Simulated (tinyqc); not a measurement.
# Vertical double-diffused power MOSFET, components of the on-resistance: On-resistance against the width of the p body in one cell

Stripe cells of pitch Wp + a, two channels a cell. Current flows through the channels, spreads in the accumulation layer, passes the gap between the p bodies and spreads at 45 degrees into the drift layer below them. Low drain voltage, full ionisation.

Triangular field at breakdown with Ec = Kc N^(1/8): BV = eps0 eps_r Ec^2/(2 q N), so N = (eps0 eps_r Kc^2/(2 q BV))^(4/3); W = 2 BV/Ec; mu = mud (T/300 K)^(-bt); rho = 1/(q mu N); ideal resistance rho W. Pitch p = Wp + a, Cox = 3.9 eps0/tox; zero-bias depletion in the gap w0 = sqrt(2 eps0 eps_r Vbi/(q N Nj)), open gap g = a - 2 w0; R_ch = Lc p/(2 mch Cox Vov); R_acc = 0.6 a p/(4 mac Cox Vov), 0.6 being an empirical factor for current leaving the layer along its length; R_gap = (rho/Nj) xp p/g; spreading depth t = min(W, (p - g)/2); R_drift = (rho p/2) ln((g + 2 t)/g) + rho (W - t); R_on = the sum with Rs.

Parameters, values chosen for the exercise; bulk values close to those of silicon: temperature T = 300 K; relative permittivity eps_r = 11.9; critical-field constant Kc = 4000 V/cm per (cm^-3)^(1/8); rated breakdown voltage of the drift layer BV = 100 V; drift mobility at 300 K mud = 1250 cm^2/(V s); temperature exponent of the drift mobility bt = 2.5; gate oxide thickness (eps_r 3.9) tox = 48 nm; gate overdrive Vov = 5 V; channel mobility mch = 320 cm^2/(V s); accumulation-layer mobility mac = 880 cm^2/(V s); channel length Lc = 0.7 um; gap between neighbouring p bodies a = 2.3 um; depth of the p body xp = 1.7 um; doping of the gap over the drift doping Nj = 3; built-in voltage of the body junction Vbi = 0.784 V; substrate and contact resistance Rs = 0.24 mohm cm^2.

Constants: q = 1.602176634e-19 C, eps0 = 8.8541878128e-14 F/cm where lengths are in cm. Results are converted to the units shown.

The same in every row: ideal (mohm cm^2) = 0.65424.

On-resistance against the width of the p body in one cell:
```
Wp (um)  R_ch (mohm cm^2)  R_acc (mohm cm^2)  R_gap (mohm cm^2)  R_drift (mohm cm^2)  R_on (mohm cm^2)  largest term
2                 0.13075           0.046867            0.16549              0.73322            1.3163         drift
2.6               0.14900           0.053406            0.18858              0.76766            1.3986         drift
3.5               0.17636           0.063215            0.22322              0.82730            1.5301         drift
4.6               0.20981           0.075204            0.26555              0.91126            1.7018         drift
6.1               0.25542           0.091553            0.32328               1.0421            1.9524         drift
8                 0.31319            0.11226            0.39640               1.2303            2.2922         drift
11                0.40442            0.14496            0.51186               1.5679            2.8691         drift
14                0.49564            0.17766            0.62732               1.9216            3.4622         drift
```

R_on rises from 1.32 to 3.46 mohm cm^2. The drift term is the largest at Wp = 2 and in all other rows. R_on is 2.01 times the ideal drift resistance in the first row and 5.29 times in the last.

Program tinyqc, `OMP_NUM_THREADS=1 python tinyqc.py 2230135 2230136 out.jsonl`; Intel Xeon 2.30GHz, shared host, one thread, about 0.01 s.
